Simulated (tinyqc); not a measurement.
Worked calculation: solid solubility of a dopant against its melt (retrograde solidus), clustering and the electrically active fraction. Computed by tinyqc, a small Python program that keeps every step. Command: `OMP_NUM_THREADS=1 python tinyqc.py 3002740 3002741 out.jsonl retro walk`. One thread of a shared host (Intel(R) Xeon(R) Processor @ 2.30GHz), about 0.01 s of CPU time with the checks. Intermediate numbers are printed to about 6 digits and carried at full precision; extremes and crossings named in words are read from the listed rows.

Inputs (values chosen for the exercise, of the order of those of aluminium in silicon for the solubility):

| quantity | value | unit |
|---|---|---|
| melting point of the host T_m | 1687 | K |
| heat of melting of the host H_f | 50.2 | kJ/mol |
| interaction L of the melt | -4.2 | kJ/mol |
| enthalpy of transfer from melt to solid H | 0.578 | eV |
| entropy of transfer S | -1.89 | k_B |
| site density N0 | 5e+22 | 1/cm^3 |
| temperature T | 1220 | K |
| total dopant density N_t | 2.2e+20 | 1/cm^3 |
| atoms per cluster m | 2 | - |
| cluster scale N* at 1273 K | 2.4e+20 | 1/cm^3 |
| activation energy E_b of the cluster scale | 0.37 | eV |
| anneal temperature T_a | 1200 | K |
| mobility mu | 85 | cm^2/(V s) |

Clustering: clusters of m atoms, electrons left out.

Constants: R = 8.314462618 J/(mol K); k_B = 8.617333262e-05 eV/K; e = 1.602176634e-19 C; N_A = 6.02214076e+23 1/mol.

## Liquidus and solidus at T

x_l and x_s are atom fractions of the dopant in melt and solid; the solid is dilute. Liquidus of the host: R T ln(1 - x_l) + L x_l^2 = -H_f (1 - T/T_m). Distribution: k = x_s/x_l = exp[L (1 - x_l)^2/(R T)] exp(S/k_B - H/(k_B T)), the first factor being the activity coefficient in the melt. Solubility = x_s N0; at T_m x_l = 0.

x_l = 0.690436

distribution coefficient k = 5.94639e-04

x_s = 4.10560e-04

solubility = 2.05280e+19 1/cm^3

k at the melting point = 0.00210093

k has changed by a factor 0.28 from its value at T_m, while x_l has grown from 0 to 0.690.

## The retrograde maximum

The largest x_s N0 between 900 K and T_m. For an ideal melt with constant heats the maximum has x_l = H_f/(H + H_f), H in the same units.

temperature of the maximum = 1410.88 K

largest solubility = 2.72393e+19 1/cm^3

x_l there = 0.463869

ideal-melt value H_f/(H + H_f) = 0.473726

The maximum lies 276 K below T_m: above it the melt runs out of dopant, below it k falls as exp(-H/(k_B T)).

## The solidus

The formulas are those given above.

Against temperature:

| T (K) | x_l | k | solubility (1/cm^3) | over the maximum |
|---|---|---|---|---|
| 1000 | 0.874158 | 0.00018311 | 8.00345e+18 | 0.293820 |
| 1100 | 0.801133 | 0.00033352 | 1.33597e+19 | 0.490456 |
| 1200 | 0.710587 | 0.00054498 | 1.93626e+19 | 0.710834 |
| 1300 | 0.603106 | 0.00081628 | 2.46151e+19 | 0.903659 |
| 1400 | 0.478510 | 0.00113726 | 2.72095e+19 | 0.998907 |
| 1500 | 0.335239 | 0.00148785 | 2.49392e+19 | 0.915559 |
| 1580 | 0.204656 | 0.00176883 | 1.81001e+19 | 0.664483 |
| 1640 | 0.094972 | 0.00196518 | 9.33181e+18 | 0.342586 |
| 1675 | 0.025129 | 0.00206828 | 2.59865e+18 | 0.095401 |

Between the first rows the Arrhenius energy of the solubility is 0.49 eV, against H = 0.578 eV; it shrinks to zero at 1411 K and turns negative beyond. A crystal saturated at the maximum precipitates dopant-rich liquid on cooling and on heating alike. Below a eutectic or compound temperature another phase would set the limit.

## Active fraction after the anneal

A highly soluble donor (another dopant than that of the solidus) is limited by clustering. Donors N_a are active, and clusters hold m atoms each: N_t = N_a + m C, m C = N* (N_a/N*)^m, with N*(T) = N*(1273 K) exp[-(E_b/k_B)(1/T - 1/1273)]. Resistivity = 1/(e mu N_a).

N*(T_a) = 1.95480e+20 1/cm^3

active density N_a = 1.31517e+20 1/cm^3

active fraction = 0.597803

resistivity = 0.558328 milliohm cm

Doubling the dose would raise N_a by only 61 %. Caution: this clustering law is a generic form; degeneracy and a doping-dependent mobility are left out.

## Active against total

A highly soluble donor (another dopant than that of the solidus) is limited by clustering. Donors N_a are active, and clusters hold m atoms each: N_t = N_a + m C, m C = N* (N_a/N*)^m, with N*(T) = N*(1273 K) exp[-(E_b/k_B)(1/T - 1/1273)].

Active density (1/cm^3):

| N_t (1/cm^3) | N_a at T_a | fraction | N_a at T_a + 150 K | N_a at T_a - 150 K |
|---|---|---|---|---|
| 1.00e+19 | 9.53491e+18 | 0.953491 | 9.67803e+18 | 9.26749e+18 |
| 3.00e+19 | 2.64272e+19 | 0.880908 | 2.74162e+19 | 2.47680e+19 |
| 1.00e+20 | 7.28504e+19 | 0.728504 | 7.87061e+19 | 6.45086e+19 |
| 2.00e+20 | 1.22825e+20 | 0.614127 | 1.36217e+20 | 1.05347e+20 |
| 5.00e+20 | 2.29816e+20 | 0.459632 | 2.62727e+20 | 1.90497e+20 |
| 1.00e+21 | 3.55065e+20 | 0.355065 | 4.13175e+20 | 2.88775e+20 |
| 2.00e+21 | 5.35120e+20 | 0.267560 | 6.31062e+20 | 4.29162e+20 |
| 5.00e+21 | 8.95714e+20 | 0.179143 | 1.06933e+21 | 7.09284e+20 |

The exponent d ln N_a/d ln N_t falls from 0.93 to 0.56, towards 1/m = 0.500. At the highest dose a 150 K hotter anneal gives 1.19 times the active density, and a later step 150 K cooler would cut it to 0.79 if it ran to equilibrium: short hot anneals come last. For ionised donors far above n_i the electrons enter the mass action too and halve the limiting exponent.

Checks made by the program: the ideal-melt maximum (relative difference 2e-08).
